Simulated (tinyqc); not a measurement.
Inside a calculation. Model: tunnelling through a two-layer gate stack, WKB transmission and Tsu-Esaki current.

Numbers from tinyqc (`OMP_NUM_THREADS=1 python tinyqc.py 2540102 2540103 out.jsonl`; about 0.04 s on one thread of a shared Intel Xeon 2.30GHz). Printed values are rounded.

Electrons leave the emitter at x = 0. Energies E (motion across the layers) are in eV from the emitter Fermi level; the collector Fermi level lies at -V and offers states at every E. No charge in the dielectric and no image force: F1 = V/(t1 + t2 eps1/eps2), F2 = F1 eps1/eps2; U = phi1 - F1 x in layer 1 and phi2 - F1 t1 - F2 (x - t1) in layer 2. With C = hbar^2/(2 m0), kappa = sqrt(m (U - E)/C) where U > E and 0 elsewhere; T(E) = exp(-S), S = 2 times the integral of kappa over x.

Inputs (values chosen for the exercise); layer 1 close to aluminium oxide, layer 2 close to hafnium oxide:
- T = 200 K (temperature)
- Ef = 0.29 eV (Fermi energy of the emitter above its band bottom)
- me = 1 m0 (emitter mass in the supply function)
- phi1 = 2.47 eV (barrier of layer 1 above the emitter Fermi level at zero bias)
- m1 = 0.41 m0 (tunnelling mass of layer 1)
- t1 = 0.8 nm (thickness of layer 1)
- eps1 = 8.98 (relative permittivity of layer 1)
- phi2 = 1.52 eV (barrier of layer 2 at zero bias)
- m2 = 0.19 m0 (tunnelling mass of layer 2)
- t2 = 1.3 nm (thickness of layer 2)
- eps2 = 21.2 (relative permittivity of layer 2)
- V = 1.2 V (voltage across the dielectric)
- E = 0 eV (energy of the electron followed)
- nc = 6 (cells in each layer)
- Ea = -0.29 eV (lower end of the energy grid)
- Eb = 0.17 eV (upper end of the energy grid)
- nE = 15 (points of the energy grid)

Constants: q = 1.602176634e-19 C, kB = 1.380649e-23 J/K, hbar = 1.054571817e-34 J s, m0 = 9.1093837015e-31 kg, Vt = kB T/q, hbar^2/(2 m0) = 0.0380998212 eV nm^2. Results are converted to the units shown.

## Fields and band edges

F1 = V/(t1 + t2 eps1/eps2), F2 = F1 eps1/eps2; U = phi1 - F1 x in layer 1 and phi2 - F1 t1 - F2 (x - t1) in layer 2. EOT = 3.9 (t1/eps1 + t2/eps2).

F1 = 8.88454 MV/cm
F2 = 3.76336 MV/cm
U at the end of layer 1 = 1.75924 eV
U at the start of layer 2 = 0.809237 eV
U at the end of layer 2 = 0.32 eV
EOT = 0.586590 nm

## WKB exponent by the midpoint rule

Cut each layer into nc equal cells, take U and kappa at the cell centres, and sum S = 2 sum kappa h.

```
cell   x (nm)   U (eV)  kappa (1/nm)
0     0.06667  2.41077       5.09341
1     0.20000  2.29231       4.96669
2     0.33333  2.17385       4.83665
3     0.46667  2.05539       4.70303
4     0.60000  1.93693       4.56549
5     0.73333  1.81847       4.42367
6     0.90833  0.76847       1.95762
7     1.12500  0.68693       1.85085
8     1.34167  0.60539       1.73753
9     1.55833  0.52385       1.61629
10    1.77500  0.44231       1.48518
11    1.99167  0.36077       1.34131
```

S = 11.9522
T(E) = 6.44513e-6

## WKB exponent in closed form

Each layer adds (2/F) sqrt(m/C) [G(u at its left edge) - G(u at its right edge)] to S, with u = U - E (0 where negative) and G(u) = (2/3) u^1.5. The slope follows from 1/d = -dS/dE.

S = 11.9509
T(E) = 6.45370e-6
energy d over which T(E) grows by a factor e = 0.17320 eV

The midpoint rule gives S = 11.952, so its T(E) is 0.13 % below this value. The band edge stays above E through the whole stack: direct tunnelling through a trapezoid.

## Current density on a coarse energy grid

J = J0 times the integral of T(E) N(E) dE, N = ln[(1 + exp(-E/Vt))/(1 + exp((-E - V)/Vt))], J0 = q^2 me m0 kB T/(2 pi^2 hbar^3) (times 1e-4 for A/cm^2 per eV), by Simpson's rule on nE equally spaced points from Ea to Eb.

```
point     E (eV)        T(E)           N       T(E) N
0      -0.290000  1.39792e-6     16.8266   2.35221e-5
1      -0.257143  1.64260e-6     14.9201   2.45078e-5
2      -0.224286  1.93519e-6     13.0136   2.51839e-5
3      -0.191429  2.28626e-6     11.1072   2.53939e-5
4      -0.158571  2.70903e-6     9.20083   2.49253e-5
5      -0.125714  3.22018e-6     7.29495   2.34911e-5
6      -0.092857  3.84082e-6     5.39237   2.07111e-5
7      -0.060000  4.59791e-6     3.51166   1.61463e-5
8      -0.027143  5.52616e-6     1.76306   9.74296e-6
9       0.005714  6.67065e-6    0.541047   3.60914e-6
10      0.038571  8.09058e-6    0.101356   8.20026e-7
11      0.071429  9.86461e-6   0.0157275   1.55146e-7
12      0.104286  1.20988e-5  0.00235291   2.84673e-8
13      0.137143  1.49386e-5  3.50006e-4   5.22860e-9
14      0.170000  1.85878e-5  5.20208e-5  9.66952e-10
```

J0 = 2.78910e8 A/(cm^2 eV)
J = 1709.37 A/cm^2

The integrand peaks at E = -0.191 eV among these points. A converged quadrature from -Ef to above the barrier gives 1710 A/cm^2; this grid is 0.026 % below that.
